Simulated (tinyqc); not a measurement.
Thin film modes against wave vector: bulk, surface, particle and sheet plasmons.

Zero temperature, parabolic band: kF = (3 pi^2 n)^(1/3), EF = c kF^2/m, Ep^2 = 8 pi c e2 n/(m eb), qTF^2 = 6 pi e2 n/(eb EF), c = hbar^2/2m0, e2 = e^2/(4 pi eps0), n in 1/angstrom^3 (1e-24 per 1/cm^3).

Constants: hbar^2/2m0 = 3.80998211 eV angstrom^2; e^2/(4 pi eps0) = 14.39964547 eV angstrom.

Parameters, chosen for this exercise (a free-electron density near that of Na; the results hold for these values, not for the real material): n = 2.64e+22 1/cm^3 (electron density); m = 1 m0 (mass); eb = 1 (background dielectric constant); ed = 4 (dielectric constant of the surroundings); d = 20 angstrom (film thickness).

Drude medium eps = eb (1 - Ep^2/E^2), no retardation. A film of thickness d has modes eps = -ed coth(q d/2) (lower) and eps = -ed tanh(q d/2) (upper); a sheet with ns = n d has E^2 = 4 pi c e2 ns q/(m ed). One surface: eps = -ed; small sphere: eps = -2 ed.

Modes (eV):

| q d | q (1/angstrom) | lower | upper | sheet |
|---|---|---|---|---|
| 0.020 | 0.00100 | 0.3013 | 5.916 | 0.3017 |
| 0.050 | 0.00250 | 0.4754 | 5.753 | 0.4770 |
| 0.20 | 0.0100 | 0.9407 | 5.102 | 0.9540 |
| 0.50 | 0.0250 | 1.449 | 4.288 | 1.508 |
| 1.0 | 0.0500 | 1.942 | 3.575 | 2.133 |
| 2.0 | 0.100 | 2.413 | 2.999 | 3.017 |
| 4.0 | 0.200 | 2.659 | 2.738 | 4.266 |
| 8.0 | 0.400 | 2.697 | 2.699 | 6.033 |

Give the missing row, q d = 0.10.

Computed row:
```
q d   q (1/angstrom)   lower  upper   sheet
0.10         0.00500  0.6701  5.508  0.6746
```

bulk, surface, sphere (eV): 6.033  2.698  2.011

At small q d the lower mode tends to the sheet law sqrt(q) (within 5 % up to q d = 0.5 of the values listed) and the upper one starts near the bulk value. At q d = 8 the two are 0.0014 eV apart around the surface value 2.698 eV. Retardation, left out here, matters where q is below about three times sqrt(ed) E/(hbar c), hbar c = 1973.27 eV angstrom: that holds for 0 of the rows (from the top) for the lower mode and 4 for the upper one.

Run: tinyqc, `OMP_NUM_THREADS=1 python tinyqc.py 1651392 1651393 out.jsonl`; Intel(R) Xeon(R) Processor @ 2.30GHz, one thread, shared host; about 0.01 s of CPU time with all checks.
